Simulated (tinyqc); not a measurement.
Floating body of a partially depleted SOI transistor: body voltage and kink: one step of the calculation.

Source at 0 V. Channel current Ic = 2 nf K Vt^2 [F(0) - F(Vd)](1 + la Vd), F(V) = ln^2(1 + exp((Vg - VT - nf V)/(2 nf Vt))), VT = VT0 - gb Vb. Saturation voltage Vs = 2 Vt sqrt(F(0)) + 3 Vt, excess Ve = (Vd - Vs + sqrt((Vd - Vs)^2 + 0.0004 V^2))/2, multiplication M1 = Ai Ve exp(-Bl/Ve). Each junction passes D(v) = J1 (exp(v/Vt) - 1) + J2 (exp(v/(2 Vt)) - 1). Bipolar current Ib = bb J1 (exp(Vb/Vt) - 1). The body settles where M1 (Ic + Ib) = D(Vb) + D(Vb - Vd) + Vb/Rb; drain current Id = (1 + M1)(Ic + Ib) - D(Vb - Vd).

Task. Drain current with floating and with grounded body. Id and VT at the converged Vb, Id at Vb = 0, their ratio, and the bipolar share Ib/(Ic + Ib).

Values chosen for this exercise; values of the order met in partially depleted silicon-on-insulator transistors:
- T = 330 K (temperature)
- VT0 = 0.43 V (threshold at zero body voltage)
- gb = 0.17 (fall of the threshold per volt of body voltage)
- nf = 1.25 (slope factor)
- K = 170 uA/(V^2 um) (gain factor per width)
- la = 0.09 1/V (channel-length modulation factor)
- Ai = 2.58 1/V (impact-ionisation prefactor)
- Bl = 6.6 V (impact-ionisation voltage)
- J1 = 1.2e-12 uA/um (diffusion saturation current of each junction)
- J2 = 5.4e-9 uA/um (recombination saturation current of each junction)
- bb = 1 (gain of the lateral bipolar transistor on the diffusion current)
- Rb = 1e9 kohm um (resistance of a weak body tie to the source (1e9 stands for no tie, and the term is then dropped))
- Vg = 0.34 V (gate voltage)
- Vd = 2 V (drain voltage)

Constants: q = 1.602176634e-19 C, kB = 1.380649e-23 J/K, Vt = kB T/q. Results are converted to the units shown.

converged Vb = 0.69721656 V

Wanted: VT; Id, floating; Id, grounded; ratio; bipolar share.

Result.

VT = 0.3115 V
Id, floating = 0.4465 uA/um
Id, grounded = 0.02883 uA/um
ratio = 15.48
bipolar share = 13.61 %

The body rises to 0.697 V and lowers the threshold by 119 mV.

Range of the model: The multiplication law is an empirical form chosen for the exercise; self-heating and capacitive coupling to the body are left out, and the linear laws are rough once Vb passes about 0.7 V or M1 about 0.1.

Numbers from tinyqc (`OMP_NUM_THREADS=1 python tinyqc.py 2182248 2182249 out.jsonl`; about 0.2 s on one thread of a shared Intel Xeon 2.30GHz).
